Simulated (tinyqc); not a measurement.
Inside a calculation. Model: single-oscillator infrared dielectric function of a polar cubic crystal. Computed by tinyqc, a small Python program that keeps every step. Command: `OMP_NUM_THREADS=1 python tinyqc.py 3000447 3000448 out.jsonl infrared walk`. One thread of a shared host (Intel(R) Xeon(R) Processor @ 2.30GHz), about 0.01 s of CPU time with the checks. Intermediate numbers are printed to about 7 digits and carried at full precision; extremes and crossings named in words are read from the listed rows.

One ion pair, charges +Z* and -Z*, in a cell of volume Omega = a^3/4. Frequencies omega are given as wavenumbers (1/cm); eps_s is the static dielectric constant.

Inputs (values chosen for the exercise, modelled on magnesium oxide):
```
quantity                          value      unit
lattice constant a                 4.21  angstrom
mass M_A                         24.305         u
mass M_B                         15.999         u
omega_TO                            396      1/cm
Born charge Z*                      1.9         e
eps_inf                            2.99         -
phonon damping gamma                6.8      1/cm
probe frequency / omega_TO         1.54         -
eps_m of the surrounding medium       1         -
```

Structure: rock salt. Free carriers: absent.

Constants: nu for 1 eV/(angstrom^2 u) = 15.6333042 THz; 1 THz = 33.35640952 1/cm; e^2/(4 pi eps_0) = 14.39964548 eV angstrom.

## LO frequency and static constant from the Born charge

mu = M_A M_B/(M_A + M_B); ionic plasma term W^2 = 4 pi Z*^2 (e^2/(4 pi eps_0))/(Omega mu) in eV/(angstrom^2 u), turned into 1/cm by W = 15.6333042 x 33.35640952 x sqrt(W^2); omega_LO^2 = omega_TO^2 + W^2/eps_inf; eps_s = eps_inf + W^2/omega_TO^2; Szigeti charge 3 Z*/(eps_inf + 2); longitudinal (Callen) charge Z*/eps_inf.

reduced mass mu = 9.648067 u

W = 993.4619 1/cm

omega_LO = 697.7859 1/cm

eps_s = 9.283787

Szigeti charge = 1.142285 e

Callen charge = 0.6354515 e

omega_LO/omega_TO = 1.762; the ions supply 68 % of eps_s, as in a strongly ionic or soft-mode crystal.

## Optical constants at the probe frequency

eps(omega) = eps_inf + W^2/(omega_TO^2 - omega^2 - i gamma omega); n + i k = sqrt(eps) with k >= 0; R = |(n + i k - 1)/(n + i k + 1)|^2 at normal incidence from vacuum. omega is the probe ratio times omega_TO. Intensity decays over 1/(4 pi omega k); the loss function is Im(-1/eps).

omega = 609.84 1/cm

Re eps = -1.596941

Im eps = 0.08843621

n = 0.03497755

k = 1.264185

reflectivity R = 0.9475863

penetration depth of the intensity = 1.032199 micrometre

loss function = 0.03457184

Re eps is negative: the wave is evanescent and the crystal reflects like a metal.

## Spectrum around the optical phonon

The loss function is Im(-1/eps).

Spectrum:
```
omega (1/cm)       Re eps       Im eps             R    Im(-1/eps)
198              11.38062   0.09605419     0.2945365  7.415729e-04
337              25.74772     1.205901     0.4502030   0.001815024
384              100.8213     27.29241     0.6776461   0.002501642
396                  2.99     366.5205     0.8622542   0.002728179
471             -12.15153    0.7457945     0.9680548   0.005031814
547             -3.936559    0.1809361     0.9637631    0.01165132
637            -0.9732693   0.06895799     0.9317012    0.07243422
698           0.003321199   0.04290704     0.5480772      23.16739
712             0.1716656   0.03897217     0.1702181      1.257658
740             0.4648125   0.03251603    0.03588720     0.1497689
802             0.9610798   0.02274916  1.321094e-04    0.02461519
1050             1.946406  0.007879230    0.02721828   0.002079744
1740             2.646209  0.001416942    0.05692682  2.023503e-04
```

R peaks among these rows at 471 per cm with 0.97 and is lowest, 0.000, at 802; far above omega_LO it tends to ((sqrt(eps_inf) - 1)/(sqrt(eps_inf) + 1))^2 = 0.071. Im eps is largest at 396 and the loss function at 698: absorption marks the TO mode and the loss function the LO mode. Re eps is negative in some rows, where R averages 0.95.

## Surface and particle modes

Without damping, eps(omega) = -x eps_m gives omega^2 = omega_TO^2 (eps_s + x eps_m)/(eps_inf + x eps_m): x = 1 for a flat surface at large wave vector, x = 2 for the dipole mode of a small sphere. The reflectivity R for light from vacuum (not from the medium eps_m) vanishes where eps = 1, omega^2 = omega_TO^2 (eps_s - 1)/(eps_inf - 1).

surface mode = 635.7484 1/cm

sphere mode = 595.4871 1/cm

zero of R = 807.9474 1/cm

Both modes lie between omega_TO and omega_LO, at 79 % and 66 % of the way up.

## Phonon polaritons

Transverse waves without damping obey Q^2 = omega^2 eps(omega), Q = wave vector/(2 pi) in 1/cm: eps_inf omega^4 - (eps_inf omega_LO^2 + Q^2) omega^2 + Q^2 omega_TO^2 = 0.

Branches (1/cm):
```
Q      lower branch  upper branch  Q/sqrt(eps_s)  Q/sqrt(eps_inf)
120         39.2521       700.129         39.384           69.398
360        114.6496       719.100        118.152          208.193
720        210.0614       784.957        236.303          416.387
1200       292.4596       939.669        393.839          693.978
1800       341.9063      1205.661        590.758         1040.967
3000       375.0165      1832.021        984.597         1734.945
6000       390.6139      3517.735       1969.195         3469.890
12000      394.6455      6963.598       3938.389         6939.779
```

The lower branch starts as light slowed by sqrt(eps_s) (0.997 of that line) and ends at 0.997 omega_TO; the upper starts at 1.003 omega_LO and ends at 1.003 of the light line with eps_inf. No branch lies between omega_TO and omega_LO.

Checks made by the program: Lyddane-Sachs-Teller relation eps_s/eps_inf = (omega_LO/omega_TO)^2 (relative difference below 1e-10).
